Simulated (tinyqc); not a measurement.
Landau-Devonshire theory of a uniaxial ferroelectric: one step, computed by the program tinyqc. Command: `OMP_NUM_THREADS=1 python tinyqc.py 3030269 3030270 out.jsonl ferro walk`. One thread of a shared host (Intel(R) Xeon(R) Processor @ 2.30GHz), about 0.01 s of CPU time with the checks.

G(P) = (alpha/2) P^2 + (beta*/4) P^4 + (gamma/6) P^6 - E P per volume, SI units, one domain, P along the polar axis, which is normal to the film.

Task: Coefficients at T. alpha = alpha_0 (T - T0*), with clamping: T0* = T0 + 4 Q12 u_m/(alpha_0 (s11 + s12)), beta* = beta + 4 Q12^2/(s11 + s12).

Inputs (values chosen for the exercise, for a model ferroelectric):
```
quantity                      value         unit
alpha_0                     1.8e+06  J m/(C^2 K)
Curie-Weiss temperature T0      440            K
beta                        3.3e+09    J m^5/C^4
temperature T                   260            K
misfit strain u_m            -0.012            -
electrostriction Q12         -0.043      m^4/C^2
compliance s11 + s12        7.1e-12        m^2/N
```

Sample: epitaxial film.

Give: T0*; alpha; beta*.

Result:

T0* = 601.5 K

alpha = -6.147e+08 J m/C^2

beta* = 4.342e+09 J m^5/C^4

Compression raises T0 by 162 K. beta* > 0: the transition is of second order.
